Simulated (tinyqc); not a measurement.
# Permittivity and interface capacitance from two thicknesses

Problem. 1/C = t/(eps0 ek) + 2/ci for planar capacitors that differ only in thickness. Find ek, ci and the EOT of the interfaces, 2 x 3.9 eps0/ci.

Constants: eps0 = 8.8541878128e-14 F/cm where lengths are in cm. Results are converted to the units shown.

C at t = 2.7 and 8.1 nm (uF/cm^2): [5.8922988, 2.0726571]

Answer. 1/C is a straight line in t: the slope gives ek and the intercept 2/ci. A single thickness would give only the effective permittivity; when the interfaces are a small part of 1/C, ci needs very accurate data.

ek = 19.50
ci = 150.0 uF/cm^2
EOT of the interfaces = 0.04604 nm

Numbers from tinyqc (`OMP_NUM_THREADS=1 python tinyqc.py 2102018 2102019 out.jsonl`; about 0.01 s on one thread of a shared Intel Xeon 2.30GHz).
